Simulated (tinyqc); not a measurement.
# From one set of inputs to another, one input at a time

Model: thermal and gravitational stress in a wafer during furnace and rapid thermal processing, and the onset of slip. Computed by tinyqc, a small Python program. Command: `OMP_NUM_THREADS=1 python tinyqc.py 3004478 3004479 out.jsonl slip ladder`. One thread of a shared host (Intel(R) Xeon(R) Processor @ 2.30GHz), about 0.01 s of CPU time with the checks.

A thin free disc in plane stress, isotropic; T(r) = T_centre + dT (r/R)^n with n = 2. Stress is positive in tension; sigma_SB = 5.670374419e-8 W/(m^2 K^4), g = 9.80665 m/s^2.

The inputs printed are set A. Inputs not listed in the table keep their values of set A, so the rows need not describe a real material.

Inputs (values chosen for the exercise, modelled on silicon): wafer radius R = 150 mm; thickness t = 775 micrometre; Young's modulus E = 162 GPa; expansion alpha = 4.17 1e-6/K; edge less centre temperature dT = 8.9 K; temperature T = 1200 K; prefactor A of the critical stress = 0.00021 MPa; energy U of the critical stress = 1.03 eV; density rho = 2330 kg/m^3; heat capacity c = 985 J/(kg K); conductivity k = 25.4 W/(m K); wafer spacing s = 12 mm; ramp rate = 23 K/min.

Temperature profile: parabolic.

Constants: k_B = 8.617333262e-05 eV/K.

Method:
- With x = r/R: s_rr = alpha E dT (1 - x^n)/(n + 2), s_tt = alpha E dT [1 - (n + 1) x^n]/(n + 2).
- Critical resolved stress tau_c = A exp(U/(k_B T)), a form chosen for the exercise; slip when 0.492799 |s_tt(R)| > tau_c; allowed |dT| = tau_c (n + 2)/(0.492799 n alpha E).
- In a stack heated from the rim, heat flows inward by conduction and by radiation between wafers: k_eff = k + (16/3) sigma_SB T^3 s^2/t (a diffusion estimate with the spacing as path length). A steady ramp gives the parabolic lag dT = rho c (ramp) R^2/(4 k_eff); the allowed ramp uses n = 2.

Each row keeps all changes above it:
```
input moved                                  from       to  resolved over critical stress  lag of the centre (K)  allowed ramp rate (K/min)
set A                                           -        -                        0.33316                  40.40                     15.209
prefactor A of the critical stress (MPa)  0.00021  0.00036                        0.19434                  40.40                     26.073
temperature T (K)                            1200     1275                        0.34916                  34.88                     16.807
conductivity k (W/(m K))                     25.4     28.8                        0.34916                  34.07                     17.209
heat capacity c (J/(kg K))                    985      941                        0.34916                  32.54                     18.014
energy U of the critical stress (eV)         1.03     1.08                        0.22151                  32.54                     28.395
wafer spacing s (mm)                           12      4.9                        0.22151                  98.04                      9.425
thickness t (micrometre)                      775      925                        0.22151                 104.90                      8.810
```

Resolved over critical stress goes from 0.333 to 0.222, a factor 0.665 in all. The largest single move comes from temperature T (a factor 1.80), but it runs against the net change; the largest move in the direction of the net change is prefactor A of the critical stress (a factor 0.583). lag of the centre goes from 40.4 to 105, a factor 2.60 in all. The largest single move comes from wafer spacing s (a factor 3.01), and temperature T works against it (a factor 0.863). Allowed ramp rate goes from 15.2 to 8.81, a factor 0.579 in all. The largest single move comes from wafer spacing s (a factor 0.332), and prefactor A of the critical stress works against it (a factor 1.71). The single moves hold for this order of the switches; the total does not depend on the order.

Extremes, crossings and ranges named in words are read from the listed rows.
